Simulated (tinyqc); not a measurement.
Worked calculation: avalanche multiplication and breakdown of a junction from ionisation integrals. Computed by tinyqc, a small Python program that keeps every step. Command: `OMP_NUM_THREADS=1 python tinyqc.py 3016385 3016386 out.jsonl impact walk`. One thread of a shared host (Intel(R) Xeon(R) Processor @ 2.30GHz), about 0.01 s of CPU time with the checks. Intermediate numbers are printed to about 7 digits and carried at full precision; extremes and crossings named in words are read from the listed rows.

Ionisation coefficients follow the local field. Position x runs through the depletion layer from the p side (x = 0), where electrons enter, to the n side (x = w), where holes enter. The built-in voltage is neglected.

Inputs (values chosen for the exercise, modelled on silicon):

| quantity | value | unit |
|---|---|---|
| electron prefactor a_n | 652000 | 1/cm |
| electron field b_n | 1.26e+06 | V/cm |
| hole prefactor a_p | 1.66e+06 | 1/cm |
| hole field b_p | 2.04e+06 | V/cm |
| exponent c | 1 | - |
| permittivity eps | 11.7 | - |
| doping gradient a | 2.8e+18 | 1/cm^4 |
| bias as a fraction of the breakdown voltage | 0.95 | - |

Junction: linearly graded.

Constants: e = 1.602176634e-19 C; eps_0 = 8.8541878128e-12 F/m.

## Breakdown

alpha_n = a_n exp(-(b_n/F)^c), alpha_p = a_p exp(-(b_p/F)^c). Field F = F_m [1 - (2x/w - 1)^2], w = sqrt(8 eps eps_0 F_m/(e a)), V = (2/3) F_m w. With Phi(x) = int_0^x (alpha_n - alpha_p) dx': 1 - 1/M_n = I_n = int_0^w alpha_n exp(-Phi) dx and M_p = M_n exp(-Phi(w)); trapezoid rule on 401 even points; breakdown at I_n = 1. Solve I_n(F_m) = 1.

critical field F_m = 0.2440115 MV/cm

width at breakdown = 21.23162 micrometre

breakdown voltage = 345.3840 V

## Coefficients at the critical field

The formulas are those given above.

alpha_n = 3729.793 1/cm

alpha_p = 388.4115 1/cm

ratio k = alpha_p/alpha_n = 0.1041375

shorter ionisation length = 2.681114 micrometre

Electrons ionise more readily at the peak field.

## Field and integrand below breakdown

Bias V = fraction times the breakdown voltage.

peak field = 0.2358084 MV/cm

Every 50th point:

| x (micrometre) | F (MV/cm) | alpha_n (1/cm) | alpha_p (1/cm) | Phi | I_n up to x |
|---|---|---|---|---|---|
| 0.00000 | 0.0000000 | 0 | 0 | 0 | 0 |
| 2.60896 | 0.1031662 | 3.236509e+00 | 4.289465e-03 | 6.855479e-05 | 6.861228e-05 |
| 5.21792 | 0.1768563 | 5.249863e+02 | 1.624103e+01 | 4.022492e-02 | 4.027853e-02 |
| 7.82689 | 0.2210704 | 2.182569e+03 | 1.631220e+02 | 3.640161e-01 | 3.221521e-01 |
| 10.43585 | 0.2358084 | 3.116541e+03 | 2.903937e+02 | 1.028486e+00 | 6.914163e-01 |
| 13.04481 | 0.2210704 | 2.182569e+03 | 1.631220e+02 | 1.692957e+00 | 8.818333e-01 |
| 15.65377 | 0.1768563 | 5.249863e+02 | 1.624103e+01 | 2.016748e+00 | 9.359485e-01 |
| 18.26273 | 0.1031662 | 3.236509e+00 | 4.289465e-03 | 2.056904e+00 | 9.413014e-01 |
| 20.87170 | 0.0000000 | 0 | 0 | 2.056973e+00 | 9.413102e-01 |

## Multiplication and noise

M_n = 1/(1 - I_n), M_p = M_n exp(-Phi(w)); McIntyre excess noise for the carrier with the larger M, F_x = k M + (1 - k)(2 - 1/M), with k = (smaller M - 1)/(larger M - 1).

M_n = 17.03874

M_p = 2.178239

effective k = 0.07346208

excess noise factor = 3.050399

Injecting electrons gives the larger gain and, at equal gain, the lower noise.

## Gain against bias and Miller's formula

Miller's exponent n is defined by 1 - 1/M = (V/V_B)^n for the larger M.

Gain:

| V/V_B | V (V) | F_m (MV/cm) | M_n | M_p | Miller exponent n |
|---|---|---|---|---|---|
| 0.50 | 172.6920 | 0.1537176 | 1.09052 | 1.001165 | 3.590571 |
| 0.60 | 207.2304 | 0.1735845 | 1.28209 | 1.006502 | 2.963848 |
| 0.70 | 241.7688 | 0.1923722 | 1.75062 | 1.026847 | 2.374217 |
| 0.80 | 276.3072 | 0.2102827 | 2.97497 | 1.099383 | 1.835949 |
| 0.90 | 310.8456 | 0.2274601 | 7.41863 | 1.422151 | 1.374231 |
| 0.95 | 328.1148 | 0.2358084 | 17.03874 | 2.178239 | 1.179151 |
| 0.98 | 338.4763 | 0.2407470 | 46.56846 | 4.553277 | 1.074493 |
| 0.99 | 341.9301 | 0.2423820 | 96.01746 | 8.549849 | 1.041695 |

The larger gain passes 2 between 0.700 and 0.800 of V_B and reaches 96.0 at 0.99. Miller's exponent runs from 1.0 to 3.6, so it is not a constant: a fit holds over a narrow range only. From the first row to the last the voltage grows by a factor 1.98 and the peak field by 1.58.

Checks made by the program: the hole form of the condition, int alpha_p exp(Phi(w) - Phi) dx = 1 (relative difference 8e-05).
